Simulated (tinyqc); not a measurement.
## Scale length and length offset from two DIBL values

Inverse problem. DIBL = exp(-Le/(2 l)) + 2 exp(-Le/l) with Le = L - dL. Find l, dL and the drawn length for a DIBL of 100 mV/V.

DIBL at drawn lengths 100 and 190 nm (mV/V): [76.714006, 5.6088423]

Solution. With e = exp(-Le/(2 l)), 2 e^2 + e = DIBL gives e and so Le/l at each length; Le/l is a straight line in L with slope 1/l.

l = 18.0 nm
dL = 3.00 nm
length for 100 mV/V = 91.6 nm

Numbers from tinyqc (`OMP_NUM_THREADS=1 python tinyqc.py 2002157 2002158 out.jsonl`; about 0.01 s on one thread of a shared Intel Xeon 2.30GHz).
